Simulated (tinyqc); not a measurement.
# Capacitance shares from swing and barrier lowering

Question. Below threshold the charge is negligible, so the band edge moves as -(aG Vg + aD Vd), aG = CG/CS, aD = CD/CS (CG, CD the capacitances of the barrier top to gate and drain, CS the total), and I goes as exp((aG Vg + aD Vd)/Vt) once Vd is well above Vt. Find aG, aD, CS and CD.

Values chosen for this exercise:
```
symbol,value,unit,meaning
T,300,K,temperature
```

Constants: q = 1.602176634e-19 C, kB = 1.380649e-23 J/K, Vt = kB T/q. Results are converted to the units shown.

swing = 75.349911 mV/decade
DIBL = 25.316456 mV/V
CG = 5.5068186 pF/cm

Answer. The swing is Vt ln 10/aG and the DIBL, -dVg/dVd at fixed current, is aD/aG.

aG = 0.790
aD = 0.0200
CS = 6.97 pF/cm
CD = 0.139 pF/cm

Program tinyqc, `OMP_NUM_THREADS=1 python tinyqc.py 2400136 2400137 out.jsonl`; Intel Xeon 2.30GHz, shared host, one thread, about 0.05 s.
